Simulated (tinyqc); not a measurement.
Thermal resistances of a two-die stack.

Inverse problem. Heat leaves through the lower die only, and the system is linear. Find the resistance R1 from the lower die to the coolant, R2 between the dies, and the rise of the upper die when both are powered.

Values chosen for this exercise: power of the lower die P1 = 31 W; power of the upper die P2 = 16 W.

rises of the lower and upper die with only the lower one powered (K): [9.61, 9.61]
rises of the lower and upper die with only the upper one powered (K): [4.96, 7.2]

Answer. With only the lower die powered no heat crosses R2, so both dies rise by P1 R1; the difference in the second test is P2 R2; rises add.

R1 = 0.310 K/W
R2 = 0.140 K/W
rise of the upper die = 16.8 K

Computed by the program tinyqc: `OMP_NUM_THREADS=1 python tinyqc.py 2162003 2162004 out.jsonl`, one thread of a shared Intel Xeon 2.30GHz, about 0.03 s for the whole run.
